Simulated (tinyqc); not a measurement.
Gaussian against the exact two-step profile: two-step dopant diffusion (predeposition and drive-in) with a constant diffusivity. Computed by tinyqc, a small Python program. Command: `OMP_NUM_THREADS=1 python tinyqc.py 3023862 3023863 out.jsonl dopdiff walk`. One thread of a shared host (Intel(R) Xeon(R) Processor @ 2.30GHz), about 0.06 s of CPU time with the checks.

Fick diffusion into a half space x > 0 whose background doping C_B is of the opposite type, so that a junction lies where C = C_B.

Inputs (values chosen for the exercise, modelled on boron in silicon): prefactor D0 = 0.801 cm^2/s; activation energy E = 3.52 eV; surface concentration C_s = 1.8e+20 1/cm^3; background doping C_B = 3.8e+14 1/cm^3; predeposition temperature T1 = 950 C; predeposition time t1 = 5 min; drive-in temperature T2 = 1125 C; drive-in time t2 = 30 min.

Furnace ramps of the drive-in: none.

Constants: k_B = 8.617333262e-05 eV/K.

Method:
- D = D0 exp(-E/(k_B T)).
- Temperatures in kelvin are T(C) + 273.15.
- Times in seconds are 60 times the minutes.
- (Dt)2 = D2 t2, t2 in seconds.
- C = C_s erfc(x/(2 sqrt(D1 t1))); dose Q = 2 C_s sqrt(D1 t1/pi); the junction solves erfc(z) = C_B/C_s with x_j = 2 z sqrt(D1 t1).
- With a sealed surface and a thin source, C = Q/sqrt(pi (Dt)2) exp(-x^2/(4 (Dt)2)); x_j = 2 sqrt((Dt)2 ln(C(0)/C_B)); gradient at the junction |dC/dx| = C_B x_j/(2 (Dt)2).
- Exact two-step profile: C = (2 C_s/pi) int_0^alpha exp(-beta (1 + u^2))/(1 + u^2) du with alpha = sqrt(D1 t1/(Dt)2), beta = x^2/(4 (D1 t1 + (Dt)2)).
- The integral takes 48 Gauss-Legendre points; solve C(x) = C_B.
- Gaussian: C = Q/sqrt(pi (Dt)2) exp(-x^2/(4 (Dt)2)).
- Depths are fractions of the Gaussian x_j.

surface concentration C(0) (Gaussian) = 5.78636e+18 1/cm^3

junction depth x_j = 1.06711 um

drive-in budget (Dt)2 = 2.95594e-10 cm^2

product D1 t1 = 7.53706e-13 cm^2

exact junction depth = 1.06797 um

Profiles:
```
x/x_j  x (um)  Gaussian (1/cm^3)  exact (1/cm^3)   ratio
0.0    0.0000         5.7864e+18      5.7815e+18  1.0008
0.2    0.2134         3.9364e+18      3.9356e+18  1.0002
0.4    0.4268         1.2393e+18      1.2415e+18  0.9982
0.6    0.6403         1.8058e+17      1.8149e+17  0.9950
0.8    0.8537         1.2177e+16      1.2294e+16  0.9904
1.0    1.0671         3.8000e+14      3.8594e+14  0.9846
1.2    1.2805         5.4882e+12      5.6144e+12  0.9775
```

With D1 t1/(Dt)2 = 0.0025, the Gaussian is 0.085 % high at the surface and 1.5 % low at its own junction; the exact junction lies at 1.068 um, 0.081 % deeper. The dose is the same, but the real source already has a width, which is negligible here. Caution: C_s exceeds the intrinsic carrier density of silicon at the predeposition temperature (2e18 to 1e19 per cm^3), where real diffusivities rise with concentration and profiles turn box-like.
